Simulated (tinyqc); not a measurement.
# One-sided p+-n junction, ionisation integral and breakdown: effects of single changes

A p+ layer at x < 0 and an n drift layer from x = 0. Depletion approximation, built-in voltage neglected. Local ionisation coefficients alpha_n = an exp(-(bn/E)^mx), alpha_p = ap exp(-(bp/E)^mx). Electrons move towards +x, holes towards x = 0.

Inputs (values chosen for the exercise); material values close to those of indium phosphide:
- eps_r = 12.4 (relative permittivity)
- an = 1.14e7 1/cm (prefactor of the electron ionisation coefficient)
- bn = 2.92e6 V/cm (field constant for electrons)
- ap = 4.96e6 1/cm (prefactor of the hole ionisation coefficient)
- bp = 2.68e6 V/cm (field constant for holes)
- mx = 1 (exponent)
- mu = 5150 cm^2/(V s) (electron mobility of the drift layer)
- N = 5.3e16 cm^-3 (donor density of the drift layer)

Constants: q = 1.602176634e-19 C, eps0 = 8.8541878128e-14 F/cm where lengths are in cm. Results are converted to the units shown.

Each table varies one quantity; the others keep the values above.

## Multiplication against voltage

W = sqrt(2 eps0 eps_r V/(q N)), peak field E0 = q N W/(eps0 eps_r), falling linearly to 0 at W. G(x) = integral from 0 to x of (alpha_n - alpha_p); I_n = integral of alpha_n exp(-G) (electrons injected at x = 0), I_p = integral of alpha_p exp(G(end) - G) (holes injected at the far edge); M = 1/(1 - I). Integrals on a fine grid; BV is where I_n = 1. Here BV = 24.5257 V; the Miller exponent is n = ln(1 - 1/M)/ln(V/BV).

Multiplication against voltage:

| V (V) | E0 (kV/cm) | I_n | I_p | M_n | M_p | Miller n, electrons | Miller n, holes |
|---|---|---|---|---|---|---|---|
| 9.81 | 390 | 0.0341 | 0.0296 | 1.04 | 1.03 | 3.69 | 3.84 |
| 12.3 | 436 | 0.0927 | 0.0762 | 1.10 | 1.08 | 3.45 | 3.73 |
| 14.7 | 477 | 0.190 | 0.153 | 1.23 | 1.18 | 3.25 | 3.67 |
| 17.2 | 516 | 0.338 | 0.274 | 1.51 | 1.38 | 3.06 | 3.65 |
| 19.6 | 551 | 0.524 | 0.441 | 2.10 | 1.79 | 2.88 | 3.65 |
| 21.1 | 571 | 0.658 | 0.576 | 2.93 | 2.36 | 2.78 | 3.67 |
| 22.6 | 591 | 0.803 | 0.739 | 5.09 | 3.83 | 2.68 | 3.70 |
| 23.5 | 603 | 0.894 | 0.853 | 9.46 | 6.81 | 2.62 | 3.71 |
| 24.2 | 612 | 0.966 | 0.951 | 29.6 | 20.5 | 2.57 | 3.73 |

Read the table: what changes, and by how much?

M_n rises from 1.035 to 29.6 and M_p from 1.031 to 20.5; both diverge at BV. The Miller exponent for electrons falls from 3.69 to 2.57 and that for holes goes from 3.84 through a minimum of 3.65 (at V = 17.2 among the rows listed) to 3.73. The larger multiplication belongs to electrons, whose coefficient at the peak field of the last row is 1.55 times the other.

## Effect of the drift doping

Same model as above.

Specific on-resistance Ron = W/(q mu N) with constant mobility and full ionisation.

Effect of the drift doping:

| N (cm^-3) | BV (V) | E0 at BV (kV/cm) | W at BV (um) | Ron (mohm cm^2) | BV^2/Ron (MW/cm^2) | eps0 eps_r mu E0^3/4 (MW/cm^2) |
|---|---|---|---|---|---|---|
| 4.4e15 | 148 | 436 | 6.79 | 0.187 | 117 | 117 |
| 8.5e15 | 90.5 | 474 | 3.82 | 0.0545 | 150 | 150 |
| 1.6e16 | 57.0 | 516 | 2.21 | 0.0167 | 194 | 194 |
| 3.1e16 | 35.6 | 567 | 1.25 | 0.00490 | 258 | 258 |
| 6e16 | 22.5 | 628 | 0.718 | 0.00145 | 351 | 351 |
| 1.2e17 | 14.2 | 706 | 0.403 | 4.07e-4 | 497 | 497 |
| 2.2e17 | 9.67 | 788 | 0.246 | 1.35e-4 | 692 | 692 |
| 4.2e17 | 6.55 | 896 | 0.146 | 4.22e-5 | 1.02e3 | 1.02e3 |

BV falls from 148 to 6.55 V while the critical field rises from 436 to 896 kV/cm. BV goes as N^(-0.75) between the first two rows and N^(-0.60) between the last two (a coefficient proportional to E^7 gives -0.75 without punch-through). Ron goes as BV^(2.69) over the table; the last two columns agree since BV = E0 W/2 and N = eps0 eps_r E0/(q W). For N = 6e16, 1.2e17, 2.2e17, 4.2e17 the layer is under 0.5 um wide or BV under 34 V, so dead space, tunnelling and the built-in voltage, all left out, matter.

Program tinyqc, `OMP_NUM_THREADS=1 python tinyqc.py 2120105 2120106 out.jsonl`; Intel Xeon 2.30GHz, shared host, one thread, about 0.05 s.
